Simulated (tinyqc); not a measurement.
Valence-band offset from core levels (Kraut method), with the dipole against the affinity rule: two steps of the calculation.

Binding energies are counted downwards from the Fermi level. dEv > 0 means that the valence edge of B lies below that of A, dEc > 0 that the conduction edge of B lies above that of A; dEc + dEv = EgB - EgA. The spectra are made-up values treated as data.

Inputs (values chosen for the exercise); gaps and affinities close to those of silicon (A) and zirconium oxide (B):
- EgA = 1.12 eV (gap of the substrate A)
- EgB = 5.71 eV (gap of the overlayer B)
- chiA = 4.06 eV (electron affinity of A)
- chiB = 2.55 eV (electron affinity of B)
- cA = 87.64 eV (core level of bare A)
- cB = 96.54 eV (core level of thick B)
- vB = 3.38 eV (valence-band maximum of thick B)
- ei = 5 (relative permittivity inside the dipole layer)
- dd = 0.22 nm (thickness of the dipole layer)
- iA = 87.48 eV (core level of A under a thin film of B)
- iB = 96.24 eV (core level of B in that thin film)

Constants: q = 1.602176634e-19 C, eps0 = 8.8541878128e-14 F/cm where lengths are in cm. Results are converted to the units shown.

Problem 1. Offsets. dEv = (iB - iA) - (cB - vB) + (cA - vA), dEc = EgB - EgA - dEv.

vA = 0.52989529 eV

Give: cA - vA; cB - vB; iB - iA; dEv; dEc.

Solution 1.

cA - vA = 87.110 eV
cB - vB = 93.160 eV
iB - iA = 8.7600 eV
dEv = 2.7101 eV
dEc = 1.8799 eV

The alignment is type I (straddling). Both offsets exceed 1 eV, the usual requirement for a gate dielectric. A rigid shift of all levels, by charging or doping, cancels in the differences.

Problem 2. Interface dipole. The affinity rule gives dEc(0) = chiA - chiB; the dipole step is D = dEc - dEc(0), and two sheets of opposite charge dd apart hold N = eps0 ei |D|/(q dd).

dEc = 1.8798953 eV

Find: dEc(0); D; N; field in the dipole layer.

Solution 2.

dEc(0) = 1.510 eV
D = 0.3699 eV
N = 4.646e13 cm^-2
field in the dipole layer = 16.81 MV/cm

N is 0.066 elementary charges for each of about 7e14 surface atoms per cm^2.

Computed by the program tinyqc: `OMP_NUM_THREADS=1 python tinyqc.py 2410045 2410046 out.jsonl`, one thread of a shared Intel Xeon 2.30GHz, about 0.01 s for the whole run.
